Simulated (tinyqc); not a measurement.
Potential-pH (Pourbaix) lines of a metal, its cation, its oxide and an oxyanion, with a complexing ligand: one step, computed by the program tinyqc. Command: `OMP_NUM_THREADS=1 python tinyqc.py 3009709 3009710 out.jsonl pourb walk`. One thread of a shared host (Intel(R) Xeon(R) Processor @ 2.30GHz), about 0.02 s of CPU time with the checks.

Potentials are against the standard hydrogen electrode; solids and water have unit activity; dG_f of M, H+ and the electron is zero; F = e N_A and s = R T ln(10)/F. The cation carries z = 2.

Question. Standard potentials. M2+ + 2e = M; MO + 2H+ + 2e = M + H2O; MO2(2-) + 4H+ + 2e = M + 2H2O. For each, E0 = -dG/(z F), and E = E0 + (s/z) log10 a - (s n_H/z) pH, with no activity term for the oxide.

Inputs (values chosen for the exercise, modelled on iron):

| quantity | value | unit |
|---|---|---|
| dG_f of the cation | -78.25 | kJ/mol |
| dG_f of the oxide | -249.99 | kJ/mol |
| dG_f of the oxyanion | -328.05 | kJ/mol |
| dG_f of water | -237.14 | kJ/mol |
| temperature T | 298.15 | K |

Species: M, M2+, MO, MO2(2-).

Constants: R = 8.314462618 J/(mol K); e = 1.602176634e-19 C; N_A = 6.02214076e+23 1/mol.

Give: s; E0.

Answer.

s = 0.05916 V

E0 (V): cation -0.4055, oxide -0.0666, oxyanion 0.7578

The metal is less noble than hydrogen.
